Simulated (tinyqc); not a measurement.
Inside a calculation. Method: RKS/PBE in the 6-311g basis, for H-, spin multiplicity 1. The basis has no diffuse functions, so it cannot describe the extra electron: this is an exercise in the method, not the real anion. One step of it, computed by the program tinyqc.

Task: Iteration 2: DIIS coefficients. Solve [B -1; -1 0][c; lambda] = [0; -1] for the coefficients, which sum to one.

B (overlaps of the stored error matrices):
```
                1               2
1   7.0149965e-01  -2.6934137e-01
2  -2.6934137e-01   1.4124030e-01
```

Give: DIIS coefficients.

Result:

DIIS coefficients: 0.2972  0.7028
